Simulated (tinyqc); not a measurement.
# Trap density from the barrier height

Problem. In a partly depleted grain with all boundary traps filled, 2 N W = Qt and VB = q N W^2/(2 eps0 eps_r). Find Qt, W and the doping at which VB would equal Vt.

Inputs (values chosen for the exercise): temperature T = 300 K; relative permittivity eps_r = 11.7.

Constants: q = 1.602176634e-19 C, kB = 1.380649e-23 J/K, Vt = kB T/q, eps0 = 8.8541878128e-14 F/cm where lengths are in cm. Results are converted to the units shown.

doping = 3.9e17 cm^-3
barrier height = 0.19828105 V

Solution. Eliminating W gives VB = q Qt^2/(8 eps0 eps_r N), which falls as 1/N.

Qt = 2.00e12 cm^-2
W = 25.6 nm
doping for VB = Vt = 2.99e18 cm^-3

Program tinyqc, `OMP_NUM_THREADS=1 python tinyqc.py 2830082 2830083 out.jsonl`; Intel Xeon 2.30GHz, shared host, one thread, about 0.01 s.
